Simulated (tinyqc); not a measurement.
Rapid thermal processing of a wafer: radiative balance, ramp and cooling, pattern effects, pyrometer error and spike budget: one step, computed by the program tinyqc.

The wafer is opaque and uniform through its thickness unless said otherwise; temperatures in formulas are in kelvin (C + 273.15). sigma = 5.670374419e-12 W/(cm^2 K^4).

Problem. Pyrometer error. Signal proportional to eps/(exp(c2/(lambda T)) - 1), c2 = h c/k_B. If the assumed emissivity is too high by the given error, the reading T' solves (1 + error)/(exp(c2/(lambda T')) - 1) = 1/(exp(c2/(lambda T)) - 1). Wien estimate: T' - T = -lambda T^2 ln(1 + error)/c2. Process rates go as exp(-E_a/(k_B T)).

Inputs (values chosen for the exercise, modelled on a hot silicon wafer):

| quantity | value | unit |
|---|---|---|
| process temperature | 607 | C |
| starting temperature | 450 | C |
| pyrometer wavelength | 3.8 | micrometre |
| error of the assumed emissivity | 1.2 | % |
| activation energy of the process E_a | 3.46 | eV |

Constants: h = 6.62607015e-34 J s; c = 299792458 m/s; k_B = 1.380649e-23 J/K; k_B = 8.617333262e-05 eV/K.

Give: c2; c2/(lambda T); reading less true temperature; Wien estimate; rate at T over rate at T', less 1.

Solution.

c2 = 14388 micrometre K

c2/(lambda T) = 4.302

reading less true temperature = -2.401 K

Wien estimate = -2.441 K

rate at T over rate at T', less 1 = 13.29 %

Caution: below about 600 C lightly doped silicon is partly transparent at this wavelength, so its emissivity is not yet the hot value early in the ramp.
